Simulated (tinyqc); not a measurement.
Worked calculation: strained quantum well: band edges, subbands and transparency. Values are carried at full precision from step to step, so a last printed digit may differ when a step is redone from the rounded ones.

Growth on (001), barriers unstrained: tr(e) = e (2 - nu2), Z = b e (1 + nu2); Ec = Ev + Eg + ac tr(e), E_HH = Ev + av tr(e) + Z, E_LH = Ev + av tr(e) - Z (coupling to the split-off band left out).

Constants: hbar^2/2m0 = 3.80998211 eV angstrom^2; hc = 1239.841984 eV nm; kB = 8.617333262e-05 eV/K.

Values chosen for the exercise (near those of an InGaAs/InP well; shifted at random, so the results belong to these values and not to a real crystal): e = -0.0085 (strain in the plane); nu2 = 1.019 (2 C12/C11); Eg = 0.593 eV (unstrained gap of the well); Ev = -0.576 eV (its valence edge); ac = -5.79 eV; av = 1.05 eV (Ev moves by av tr(e)); b = -1.87 eV (shear potential); Egb = 1.355 eV (gap of the barrier); Evb = -0.94 eV (its valence edge); L = 62 angstrom (well width); me = 0.0379 m0 (electron mass); g1 = 15.57 (gamma1); g2 = 6.31 (gamma2); meb = 0.08 m0; g1b = 5.08; g2b = 1.6; T = 300 K (temperature); Br = 1.7 x 1e-4 cm^2/s (two-dimensional radiative coefficient).

## Strained band edges and offsets

Give tr(e), Z, the edges Ec, E_HH, E_LH and the well depths against the barrier.

tr(e) = -0.00834
Z = 0.0321 eV

Ec, E_HH, E_LH (eV): 0.0653  -0.5527  -0.6168

depths for e, HH, LH (eV): 0.3497  0.3873  0.3232

The well is under compression, which puts HH on top, by 64 meV; the gap becomes 0.6179 eV, +25 meV from the unstrained one.

## Subband edges

Masses along z: me, 1/(g1 - 2 g2) for HH, 1/(g1 + 2 g2) for LH, likewise in the barrier; in the plane me, 1/(g1 + g2) for HH and 1/(g1 - g2) for LH (no mixing, which understates the hole masses away from k = 0). Level n solves k L + 2 atan[(k/m)/(kappa/mb)] = n pi, k = sqrt(m E/c), kappa = sqrt(mb (V - E)/c), c = hbar^2/2m0.

Up to three electron, four HH and two LH levels, on the common energy scale, with their masses in the plane.

Subbands:
```
level   E (eV)  m in the plane
e1      0.1482          0.0379
e2      0.3896          0.0379
hh1    -0.5721          0.0457
hh2    -0.6305          0.0457
lh1    -0.6877          0.1080
hh3    -0.7273          0.0457
hh4    -0.8576          0.0457
lh2    -0.9291          0.1080
```

lowest transition = 0.7203 eV
wavelength hc/E = 1721.3 nm

The top hole level is hh1, so the edge is mainly TE polarised; hh2 lies 58 meV lower.

## Transparency density

Transparency (Bernard-Duraffourg): Fc - Fv equals the lowest transition energy with n = p, n = sum m/(2 pi c) kB T ln(1 + exp((Fc - E)/kB T)) and p likewise over the listed subbands; c = hbar^2/2m0, 1/angstrom^2 = 1e16/cm^2.

Solve for u = (Fc - e1)/kB T; give n_tr, the share of holes in the top subband and the current e Br n_tr^2 (e = 1.602177e-19 C).

u = 0.242
n_tr = 0.336 x 1e12/cm^2
share = 0.851
current density = 3.1 A/cm^2

For mirror-image bands u = 0 and n_tr = me kB T ln2/(2 pi c) = 0.284 x 1e12/cm^2; the heavier or more numerous hole states raise it by a factor 1.19.

## Checks

- Transparency for equal single subbands against m kB T ln2/(2 pi c): both 0.3743.

Program tinyqc; command `OMP_NUM_THREADS=1 python tinyqc.py 1282643 1282644 out.jsonl`; about 0.01 s on one thread of a shared Intel(R) Xeon(R) Processor @ 2.30GHz.
